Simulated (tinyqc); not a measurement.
Threshold of a short bulk MOSFET: charge sharing, barrier lowering, narrow width: one step of the calculation.

n-channel device on a p-type body, depletion approximation, full ionisation. Uniform doping N = Na. Vbi from Boltzmann statistics is rough for the degenerate source. Cox = eps0 eox/tox.

Question. Short-channel and narrow-width shifts. Charge sharing (trapezoid; it ignores Vds): F = (xj/L)(sqrt(1 + 2 Wd/xj) - 1), lowering = body term times F. Barrier lowering: th = exp(-L/(2 l)) + 2 exp(-L/l), lowering = th [2 (Vbi - 2 pB) + Vds], DIBL = th. Narrow width: rise = body term times xw Wd/W. VT by each model = VT0 - lowering + rise.

Inputs (values chosen for the exercise); band and dielectric values close to those of silicon:

| symbol | value | unit | meaning |
|---|---|---|---|
| xj | 14 | nm | junction depth |
| Vds | 0.5 | V | drain-source voltage |
| W | 140 | nm | gate width |
| xw | 0 |  | shape factor of the fringing depletion at the width edges |
| L | 170 | nm | channel length |

2 pB = 0.96381734 V
Wd = 34.396207 nm
body term = 0.56175930 V
VT0 = 0.60557664 V
Vbi = 1.0707197 V
l = 15.067016 nm

Find: F; lowering by charge sharing; th; lowering of the barrier; DIBL; narrow-width rise; VT, charge sharing; VT, barrier lowering.

Answer.

F = 0.1179
lowering by charge sharing = 66.24 mV
th = 0.003573
lowering of the barrier = 2.550 mV
DIBL = 3.573 mV/V
narrow-width rise = 0 mV
VT, charge sharing = 0.5393 V
VT, barrier lowering = 0.6030 V

L is 11.3 scale lengths. The charge-sharing lowering is 26.0 times the barrier lowering; the first falls off as 1/L and the second exponentially. Both describe the same loss of gate control, so they are alternatives and are not added.

Computed by the program tinyqc: `OMP_NUM_THREADS=1 python tinyqc.py 2002167 2002168 out.jsonl`, one thread of a shared Intel Xeon 2.30GHz, about 0.01 s for the whole run.
